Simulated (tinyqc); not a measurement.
One level coupled to a phonon between two leads, self-consistent Born approximation: one step of the calculation.

Wide-band leads with mu_L = +V/2 and mu_R = -V/2; phonons in equilibrium, Nq = 1/(exp(w0/kB T) - 1). Scattering links only energies that differ by w0, so a ladder E_k = E1 + k w0 closes on itself; terms that reach past its ends are dropped. Gn and Gp are the electron and hole parts of the spectral function A = Gn + Gp.

Task. Currents on the rungs. Spectral currents into the level: iL = GL [fL Gp - (1 - fL) Gn], iR = GR [fR Gp - (1 - fR) Gn].

Inputs (values chosen for the exercise): coupling to the left lead GL = 15 meV; coupling to the right lead GR = 27 meV.

```
rung  converged Gn (1/meV)  converged Gp (1/meV)             fL             fR
0             0.0012859108          2.2007924e-7              1     0.99972913
1             0.0016484796          0.0014400065     0.99999994     0.21737695
2             0.0045557648          0.0077234995     0.99922249   2.0902436e-5
3             0.0021471634           0.075152372    0.088187075   1.5730810e-9
4             3.1342368e-8           0.013364944   7.2784878e-6  1.1838487e-13
5            5.4122618e-13          0.0028185411  5.4775889e-10  8.9092539e-18
```

Find: iL; iR; iL + iR; sum of iL.

Result.

```
rung       iL        iR    iL + iR
0     0.00000   0.00000   0.000000
1     0.02160  -0.02638  -0.004782
2     0.11571  -0.12300  -0.007289
3     0.07004  -0.05797   0.012071
4     0.00000   0.00000   0.000000
5     0.00000   0.00000   0.000000
```

sum of iL = 0.20736

On a single rung iL + iR need not vanish (largest 0.012), since phonons move electrons between rungs; summed over the ladder it does.

Range of the model: The self-consistent Born approximation keeps only non-crossing phonon lines and no Hartree shift; it is rough once the coupling nears the phonon energy.

Computed by the program tinyqc: `OMP_NUM_THREADS=1 python tinyqc.py 2720119 2720120 out.jsonl`, one thread of a shared Intel Xeon 2.30GHz, about 0.07 s for the whole run.
